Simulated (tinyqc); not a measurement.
Gate voltage for a given inversion charge.

Problem. p-type body, charge-sheet picture, depletion and inversion only, full ionisation (an idealisation for deep acceptors), Boltzmann statistics (rough once Na exp(x - xn) passes about Nc/7). In units of Vt: xg = (Vg - Vfb)/Vt, x = psi/Vt, G = gamma/sqrt(Vt), xn = (2 phiF + Vc)/Vt. The implicit equation is (xg - x)^2 = G^2 [x - 1 + exp(x - xn)] for x above about 3. Cox = eps0 eox/tox. ni = sqrt(Nc Nv) exp(-Eg/(2 Vt)), Eg in volts; phiF = Vt ln(Na/ni); gamma = sqrt(2 q eps0 eps_r Na)/Cox. N_inv = (Cox Vt G/q) [sqrt(x - 1 + exp(x - xn)) - sqrt(x - 1)]. Find x - xn, psi and Vg.

Inputs (values chosen for the exercise); band and dielectric values close to those of silicon:
- T = 250 K (temperature)
- Eg = 1.14 eV (band gap)
- eps_r = 11.8 (relative permittivity)
- Nc = 2.1e19 cm^-3 (conduction-band density of states at T)
- Nv = 2e19 cm^-3 (valence-band density of states at T)
- eox = 3.9 (relative permittivity of the gate insulator (close to silicon dioxide))
- tox = 1.5 nm (insulator thickness)
- Na = 1.8e18 cm^-3 (acceptor density)
- Vfb = -0.9 V (flat-band voltage)
- Vc = 0 V (channel-body voltage)

Constants: q = 1.602176634e-19 C, kB = 1.380649e-23 J/K, Vt = kB T/q, eps0 = 8.8541878128e-14 F/cm where lengths are in cm. Results are converted to the units shown.

N_inv = 3.3e11 cm^-2

Answer. N_inv rises steadily with x, so it fixes x; the implicit equation then gives xg directly.

x - xn = 1.90
psi = 1.08 V
Vg = 0.545 V

tinyqc, about 0.01 s, one thread, Intel Xeon 2.30GHz (shared host): `OMP_NUM_THREADS=1 python tinyqc.py 2122090 2122091 out.jsonl`
